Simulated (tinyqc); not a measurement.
A chain with a side-coupled site and dephasing by Buettiker voltage probes: two steps of the calculation.

Sites 1 to 5 form a chain with hopping -t, and site 6 hangs on site 5 by -ts. Lead L joins site 1 and lead R site 5, both semi-infinite chains with hopping -t and site energy 0. Every site carries a probe with self-energy -i Gamma_p/2 that draws no net current. Linear response at zero temperature: mu_L = 1, mu_R = 0 in units of the bias.

Values chosen for this exercise:
```
symbol,value,unit,meaning
t,1,eV,hopping (matrix element -t)
U,"[0, 0, 0, 0, 0, -0.06]",eV,site energies 1 to N
E,1.13,eV,Fermi energy
gp,0.84,eV,probe broadening Gamma_p
ts,0.98,eV,hopping from site 5 to the side site 6
```

Task 1. Green function. Sigma = t^2 g(E), g(x) = (x - i sqrt(4 t^2 - x^2))/(2 t^2) for |x| < 2 t and (x - sign(x) sqrt(x^2 - 4 t^2))/(2 t^2) otherwise; Gamma = -2 Im Sigma; G = (E - H - Sigma_L - Sigma_R + i Gamma_p/2)^(-1).

Wanted: Sigma; Gamma; G.

Result 1.

Sigma = 0.5650-0.8251i eV
Gamma = 1.650 eV

G (1/eV):
```
                 1                2                3                4
1   0.0587-0.5046i   0.3385+0.2120i  -0.3522+0.1229i   0.1111-0.2029i
2   0.3385+0.2120i   0.0727-0.5413i   0.3520+0.3692i  -0.3154-0.0237i
3  -0.3522+0.1229i   0.3520+0.3692i   0.1095-0.6879i   0.2353+0.3621i
4   0.1111-0.2029i  -0.3154-0.0237i   0.2353+0.3621i   0.2016-0.4843i
5   0.1415+0.0597i  -0.0056-0.2099i  -0.2234+0.1798i   0.3335+0.1005i
6  -0.1191-0.0072i   0.0583+0.1523i   0.1171-0.1894i  -0.2702+0.0126i

                 5                6
1   0.1415+0.0597i  -0.1191-0.0072i
2  -0.0056-0.2099i   0.0583+0.1523i
3  -0.2234+0.1798i   0.1171-0.1894i
4   0.3335+0.1005i  -0.2702+0.0126i
5  -0.1113-0.4335i   0.1935+0.2887i
6   0.1935+0.2887i   0.5309-0.4251i
```

Task 2. Transmissions between terminals. With Gamma the broadening by one lead, T_RL = Gamma^2 |G_(5,1)|^2, T_pL = Gamma Gamma_p |G_(p,1)|^2, T_pR = Gamma Gamma_p |G_(p,5)|^2, T_pq = Gamma_p^2 |G_(p,q)|^2 for p != q.

G (1/eV):
```
                         1                        2                        3                        4
1   0.05872342-0.50460364i   0.33854387+0.21198506i  -0.35224426+0.12287209i   0.11109843-0.20288794i
2   0.33854387+0.21198506i   0.07266339-0.54128945i   0.35200493+0.36915340i  -0.31538454-0.02369596i
3  -0.35224426+0.12287209i   0.35200493+0.36915340i   0.10952311-0.68785750i   0.23533379+0.36212588i
4   0.11109843-0.20288794i  -0.31538454-0.02369596i   0.23533379+0.36212588i   0.20155022-0.48434647i
5   0.14149011+0.05972993i  -0.00557271-0.20991546i  -0.22335743+0.17981507i   0.33348894+0.10053455i
6  -0.11905218-0.00717094i   0.05833601+0.15228237i   0.11709109-0.18940927i  -0.27020083+0.01257184i

                         5                        6
1   0.14149011+0.05972993i  -0.11905218-0.00717094i
2  -0.00557271-0.20991546i   0.05833601+0.15228237i
3  -0.22335743+0.17981507i   0.11709109-0.18940927i
4   0.33348894+0.10053455i  -0.27020083+0.01257184i
5  -0.11126056-0.43348447i   0.19351603+0.28868743i
6   0.19351603+0.28868743i   0.53092487-0.42512784i
```

Gamma = 1.6501818 eV

Find: T_RL; T_pL; T_pR; T_pq.

Result 2.

T_RL = 0.064230

```
probe     T_pL     T_pR
1      0.35773  0.03270
2      0.22116  0.06112
3      0.19292  0.11397
4      0.07417  0.16817
5      0.03270  0.27763
6      0.01972  0.16743
```

T_pq:
```
         1        2        3        4        5        6
1  0.00000  0.11258  0.09820  0.03775  0.01664  0.01004
2  0.11258  0.00000  0.18358  0.07058  0.03111  0.01876
3  0.09820  0.18358  0.00000  0.13161  0.05802  0.03499
4  0.03775  0.07058  0.13161  0.00000  0.08560  0.05163
5  0.01664  0.03111  0.05802  0.08560  0.00000  0.08523
6  0.01004  0.01876  0.03499  0.05163  0.08523  0.00000
```

Numbers from tinyqc (`OMP_NUM_THREADS=1 python tinyqc.py 2700128 2700129 out.jsonl`; about 0.01 s on one thread of a shared Intel Xeon 2.30GHz).
